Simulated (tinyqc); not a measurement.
Inside a calculation. Model: frequency dispersion of an accumulation capacitance by border traps, distributed model.

Numbers from tinyqc (`OMP_NUM_THREADS=1 python tinyqc.py 2202198 2202199 out.jsonl`; about 0.5 s on one thread of a shared Intel Xeon 2.30GHz). Printed values are rounded.

Traps spread evenly through the insulator exchange electrons with the semiconductor by tunnelling, with tau(x) = t0 exp(2 ka x) at depth x from the interface. The admittance per area Y seen at depth x obeys dY/dx = -Y^2/(i w eps0 eox) + q Nb ln(1 + i w tau)/tau, with Y(0) = i w Cs and w = 2 pi f; the gate sees Y(tox) = G + i w C. Working variable y = Y/(i w), in uF/cm^2. Cox = eps0 eox/tox.

Inputs (values chosen for the exercise); permittivity close to that of aluminium oxide: relative permittivity of the insulator eox = 8.08; insulator thickness tox = 7.2 nm; semiconductor capacitance in accumulation Cs = 4.8 uF/cm^2; density of border traps Nb = 3.9e19 cm^-3 eV^-1; decay constant of the wave function in the insulator ka = 4.7 1/nm; time constant of a trap at the interface t0 = 5e-9 s; frequency f = 10000 Hz; depth down to which the steps are taken xe = 1.4 nm.

Constants: q = 1.602176634e-19 C, eps0 = 8.8541878128e-14 F/cm where lengths are in cm. Results are converted to the units shown.

## Scales and lumped estimate

Cox; trap-free value 1/(1/Cox + 1/Cs); response depth d = ln(1/(w t0))/(2 ka), where w tau = 1; lumped estimate: all traps within d act as C_bt = q Nb d placed at d/2, so C = 1/{1/[1/(1/Cs + d/(2 eps0 eox)) + C_bt] + (tox - d/2)/(eps0 eox)}.

Cox = 0.9936366 uF/cm^2
trap-free C = 0.8232232 uF/cm^2
d = 0.8580437 nm
C_bt = 0.5361476 uF/cm^2
lumped C = 0.8467428 uF/cm^2

The traps within reach amount to 0.112 Cs and lie in the first 11.9 % of the insulator.

## Midpoint steps through the active depth

In terms of y: dy/dx = -y^2/(eps0 eox) + s(x), s = q Nb ln(1 + z)/z, z = i w tau. 8 midpoint steps of h = xe/8: y_half = y + (h/2) y'(x, y), y(new) = y + h y'(x + h/2, y_half).

x, point 0 to 8 (nm): [0, 0.175, 0.35, 0.525, 0.7, 0.875, 1.05, 1.225, 1.4]
s, point 0 to 8 (uF/(cm^2 nm)): [0.6248489-0.0000982i, 0.6248483-0.0005085i, 0.6248341-0.0026346i, 0.6244517-0.0136372i, 0.6144929-0.0689694i, 0.4607310-0.2304795i, 0.1447584-0.1869275i, 0.0305474-0.0684747i, 0.0059942-0.0195166i]
y, point 0 to 8 (uF/cm^2): [4.800000+0.000000i, 4.397834-0.000037i, 4.072402-0.000224i, 3.805043-0.001190i, 3.582301-0.006191i, 3.387190-0.029187i, 3.172587-0.064549i, 2.955202-0.073968i, 2.758870-0.070080i]

## Capacitance and conductance at the gate

y at xe = 2.758870-0.070080i uF/cm^2

Beyond xe the traps are ignored, so 1/y(tox) = 1/y(xe) + (tox - xe)/(eps0 eox); C = Re y, G/w = -Im y, loss tangent G/(w C).

y at the gate = 0.8525003-0.0066876i uF/cm^2
C = 0.8525003 uF/cm^2
G/w = 0.006687553 uF/cm^2
loss tangent = 0.007844634

A fine integration over the whole insulator gives C = 0.85219 and G/w = 0.006987 uF/cm^2; the coarse G/w is 4.3 % below that. The fine C is 3.5 % above the trap-free value, and the lumped estimate is 0.64 % below the fine result.
